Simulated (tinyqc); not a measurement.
Inside a calculation. Method: Pariser-Parr-Pople SCF with singles CI, for the molecule NC1=CC2=CC=CC2=C1 (SMILES; centres numbered as the heavy atoms are written). One step of it, computed by the program tinyqc.

Problem. PPP integrals. Ohno: gamma = 14.399645/sqrt(R^2 + a^2), a = 2 x 14.399645/(gamma_rr + gamma_ss); H_rr = -W_r - sum_(s != r) z_s gamma_rs; H_rs = beta for bonds.

Centres (angstrom, eV; a flat drawing with bonds scaled to 1.40 angstrom):
```
centre          x          y  core charge z          W   gamma_rr
1N      -3.159000   0.000000              2  25.450000  15.820000
2C      -1.759000   0.000000              1  10.570000  11.950000
3C      -0.937000  -1.133000              1  10.570000  11.950000
4C       0.395000  -0.700000              1  10.570000  11.950000
5C       1.726000  -1.133000              1  10.570000  11.950000
6C       2.549000   0.000000              1  10.570000  11.950000
7C       1.726000   1.133000              1  10.570000  11.950000
8C       0.395000   0.700000              1  10.570000  11.950000
9C      -0.937000   1.133000              1  10.570000  11.950000
```

Resonance integrals (eV):
```
i  j       beta
1  2  -2.140000
2  3  -2.390000
3  4  -2.390000
4  5  -2.390000
5  6  -2.390000
6  7  -2.390000
7  8  -2.390000
8  9  -2.390000
9  2  -2.390000
8  4  -2.390000
```

Give: repulsion gamma_rs; core matrix H.

Solution.

repulsion gamma_rs (eV):
```
         1N       2C       3C       4C       5C       6C       7C       8C
1N  15.8200   8.2649   5.3308   3.8218   2.8120   2.4821   2.8120   3.8218
2C   8.2649  11.9500   7.7963   5.6128   3.7328   3.2190   3.7328   5.6128
3C   5.3308   7.7963  11.9500   7.7936   4.9264   3.7319   3.8935   5.6110
4C   3.8218   5.6128   7.7936  11.9500   7.7966   5.6128   5.6121   7.7956
5C   2.8120   3.7328   4.9264   7.7966  11.9500   7.7944   5.6107   5.6121
6C   2.4821   3.2190   3.7319   5.6128   7.7944  11.9500   7.7944   5.6128
7C   2.8120   3.7328   3.8935   5.6121   5.6107   7.7944  11.9500   7.7966
8C   3.8218   5.6128   5.6110   7.7956   5.6121   5.6128   7.7966  11.9500
9C   5.3308   7.7963   5.6107   5.6110   3.8935   3.7319   4.9264   7.7936

         9C
1N   5.3308
2C   7.7963
3C   5.6107
4C   5.6110
5C   3.8935
6C   3.7319
7C   4.9264
8C   7.7936
9C  11.9500
```

core matrix H (eV):
```
          1N        2C        3C        4C        5C        6C        7C        8C
1N  -60.1261   -2.1400    0.0000    0.0000    0.0000    0.0000    0.0000    0.0000
2C   -2.1400  -64.6026   -2.3900    0.0000    0.0000    0.0000    0.0000    0.0000
3C    0.0000   -2.3900  -60.5950   -2.3900    0.0000    0.0000    0.0000    0.0000
4C    0.0000    0.0000   -2.3900  -64.0480   -2.3900    0.0000    0.0000   -2.3900
5C    0.0000    0.0000    0.0000   -2.3900  -55.5605   -2.3900    0.0000    0.0000
6C    0.0000    0.0000    0.0000    0.0000   -2.3900  -53.0315   -2.3900    0.0000
7C    0.0000    0.0000    0.0000    0.0000    0.0000   -2.3900  -55.5605   -2.3900
8C    0.0000    0.0000    0.0000   -2.3900    0.0000    0.0000   -2.3900  -64.0480
9C    0.0000   -2.3900    0.0000    0.0000    0.0000    0.0000    0.0000   -2.3900

          9C
1N    0.0000
2C   -2.3900
3C    0.0000
4C    0.0000
5C    0.0000
6C    0.0000
7C    0.0000
8C   -2.3900
9C  -60.5950
```
